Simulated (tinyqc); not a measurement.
Size effects in the resistivity of thin metal films and interconnect lines: one step, computed by the program tinyqc.

Electrons lose their drift at surfaces (a share 1 - p of the hits) and at grain boundaries (reflection R), besides bulk scattering. The line sits in a trench with a non-conducting liner on both walls and the bottom; the spacing equals the drawn width.

Question. Metal cross-section. Metal width w_m = w - 2t, height h_m = (aspect ratio) w - t, grain size D = (ratio) w_m.

Inputs (values chosen for the exercise, modelled on gold):
```
quantity                          value  unit
drawn line width w                   46    nm
grain size over metal width        0.95     -
aspect ratio (height over width)    1.5     -
liner thickness t                   2.5    nm
```

Geometry: line.

Give: metal width w_m; metal height h_m; grain size D; share of the trench filled by metal.

Answer.

metal width w_m = 41 nm

metal height h_m = 66.5 nm

grain size D = 38.95 nm

share of the trench filled by metal = 85.90 %
